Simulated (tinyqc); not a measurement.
# Silicon n-p-n transistor, Gummel numbers and transit times, step by step

Program tinyqc, `OMP_NUM_THREADS=1 python tinyqc.py 2320120 2320121 out.jsonl`; Intel Xeon 2.30GHz, shared host, one thread, about 0.01 s. Printed values are rounded.

One-dimensional n-p-n transistor in the forward active mode at low injection. In the base p(x) = NB exp(-eta x/wb) and ni(x)^2 = ni^2 exp((g0 + g1 x/wb)/Vt); electrons leave the base at vsat; band spikes at the emitter junction and recombination inside the emitter are ignored.

Inputs (values chosen for the exercise); band and dielectric values close to those of silicon:
```
symbol,value,unit,meaning
T,350,K,temperature
Eg,1.14,eV,band gap
eps_r,11.5,,relative permittivity
Nc,3.55e19,cm^-3,conduction-band density of states at T
Nv,3.35e19,cm^-3,valence-band density of states at T
vsat,9.86e6,cm/s,saturation velocity
wb,200,nm,neutral base width
NB,1e17,cm^-3,base doping at the emitter edge
eta,0,,doping falls as exp(-eta x/wb)
g0,0,eV,gap reduction at the emitter edge of the base
g1,0,eV,further gap reduction across the base (linear)
Dn,12,cm^2/s,electron diffusion coefficient in the base
NE,2.2e20,cm^-3,emitter doping
gE,0.103,eV,gap reduction in the emitter (negative: wider gap)
we,81,nm,neutral emitter width
Dp,2.8,cm^2/s,hole diffusion coefficient in the emitter
Se,1e6,cm/s,recombination velocity at the emitter contact
tb,1e-7,s,electron lifetime in the base
NC,5.2e15,cm^-3,collector doping
VCB,0.8,V,collector-base reverse bias
```

Constants: q = 1.602176634e-19 C, kB = 1.380649e-23 J/K, Vt = kB T/q, eps0 = 8.8541878128e-14 F/cm where lengths are in cm. Results are converted to the units shown.

Range of the model: Heavy doping makes emitter or base degenerate; gE and g0 are to be read as apparent gap changes that include this.

## Base Gummel number and transit time

f(x) = p(x) ni^2/ni(x)^2; I(x) = integral from x to wb of f/Dn, plus f(wb)/vsat; base Gummel number GB = I(0); electron density per unit flux n/(J/q) = I/f; base transit time tauB = integral of I/f over the base. Trapezoid rule on 12 equal steps.

```
point   x (nm)  f (cm^-3)  I (s/cm^4)  I/f (s/cm)
0        0.000       1e17  1.76809e11  1.76809e-6
1       16.667       1e17  1.62920e11  1.62920e-6
2       33.333       1e17  1.49031e11  1.49031e-6
3       50.000       1e17  1.35142e11  1.35142e-6
4       66.667       1e17  1.21253e11  1.21253e-6
5       83.333       1e17  1.07364e11  1.07364e-6
6      100.000       1e17  9.34753e10  9.34753e-7
7      116.667       1e17  7.95864e10  7.95864e-7
8      133.333       1e17  6.56975e10  6.56975e-7
9      150.000       1e17  5.18087e10  5.18087e-7
10     166.667       1e17  3.79198e10  3.79198e-7
11     183.333       1e17  2.40309e10  2.40309e-7
12     200.000       1e17  1.01420e10  1.01420e-7
```

GB = 1.76809e11 s/cm^4
tauB = 18.6951 ps

With 4000 steps GB = 1.768e11 s/cm^4 and tauB = 18.70 ps. A uniform base would give wb^2/(2 Dn) + wb/vsat = 18.7 ps.

## Gain, Early voltage and collector delay

ni = sqrt(Nc Nv) exp(-Eg/(2 Vt)), Eg in volts; GE = NE exp(-gE/Vt)(we/Dp + 1/Se); JC = J0 exp(VBE/Vt), J0 = q ni^2/GB; gain limited by back injection GE/GB, by base recombination tb/tauB, together 1/beta = the sum of the inverses; collector layer one-sided, Wc = sqrt(2 eps0 eps_r (Vbc + VCB)/(q NC)), Vbc = Vt ln(p(wb) NC/ni^2), Cjc = eps0 eps_r/Wc; Early voltage VA = GB q p(wb)/(f(wb) Cjc [1/Dn - (eta + g1/Vt)/(wb vsat)]), f(wb) = p(wb) exp(-(g0 + g1)/Vt), p(wb) = NB exp(-eta); tauC = Wc/(2 vsat).

ni = 2.13795e11 cm^-3
GE = 2.81551e13 s/cm^4
J0 = 4.14193e-8 A/cm^2
GE/GB = 159.240
tb/tauB = 5349.01
beta = 154.637
Wc = 605.188 nm
Cjc = 0.168251 fF/um^2
VA = 20.2041 V
tauC = 3.06890 ps

The gain is limited more by back injection into the emitter. beta VA = 3120 V.
